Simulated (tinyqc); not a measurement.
Stark shift: graded (staircase) quantum well by finite differences.

Finite differences on points z_i at the centres of cells of width h: H_ii = (c/h^2)(1/m_(i-1/2) + 1/m_(i+1/2)) + V_i, H_(i,i+1) = -(c/h^2)/m_(i+1/2), where m_(i+1/2) is the mean of the masses at the two points (the end values are repeated outwards), psi = 0 on the points beyond both ends, c = hbar^2/2m0. The field adds e F (z - z0) with z0 the middle of the structure; 1 kV/cm = 1e-5 eV/angstrom.

Constants: hbar^2/2m0 = 3.80998211 eV angstrom^2.

Inputs chosen for the exercise (out of a larger set: near those of a non-polar GaN well in AlGaN; not measured data): layers = ((28, 0.705, 0.256), (7, 0.313, 0.2266), (7, 0.078, 0.2089), (7, 0, 0.203), (7, 0.078, 0.2089), (7, 0.313, 0.2266), (28, 0.705, 0.256)) (each layer: thickness in angstrom, band edge in eV, mass in m0); hf = 0.4375 angstrom (cell width of the fine grid); Fs = (0, 83.3, 167, 250, 333, 417, 500) kV/cm (fields).

Fine grid. Perturbation theory: dE1 = e F z_11 - beta (e F)^2 with beta = sum_j z_1j^2/(E_j - E_1) over the 13 next levels at zero field, z from z0.

Levels against field:
```
F (kV/cm)  E1 (eV)  E2 (eV)  dE1 (meV)  second order (meV)  <z - z0> (angstrom)  E2 - E1 (meV)
0           0.1715   0.5010       0.00                0.00                  0.0          329.5
83.3        0.1714   0.5007      -0.12               -0.12                 -0.3          329.4
167         0.1710   0.5000      -0.46               -0.46                 -0.6          329.0
250         0.1704   0.4989      -1.04               -1.04                 -0.8          328.4
417         0.1686   0.4950      -2.90               -2.89                 -1.4          326.4
500         0.1673   0.4922      -4.17               -4.15                 -1.7          324.9
```

Give the missing row, F (kV/cm) = 333.

Computed row:
```
F (kV/cm)  E1 (eV)  E2 (eV)  dE1 (meV)  second order (meV)  <z - z0> (angstrom)  E2 - E1 (meV)
333         0.1696   0.4972      -1.85               -1.84                 -1.1          327.6
```

z_11 = 0.00 angstrom
beta = 166.2 angstrom^2/eV

At zero field the state is centred, so the shift starts as F^2; it turns linear only if the state is pulled to one side. At 500 kV/cm E1 has moved by -4.17 meV, where second order gives -4.15 meV; they differ by 0.3 % there. The electron moves by -1.7 angstrom, against the rise of the potential. From 500 kV/cm on E2 lies above the lowest point of the outer barrier, so it is a resonance or a state of the finite grid, held or pushed up by its ends. E2 - E1 shrinks with the field; the ends are 329.5 and 324.9 meV.

Program tinyqc; command `OMP_NUM_THREADS=1 python tinyqc.py 1280345 1280346 out.jsonl`; about 0.03 s on one thread of a shared Intel(R) Xeon(R) Processor @ 2.30GHz.
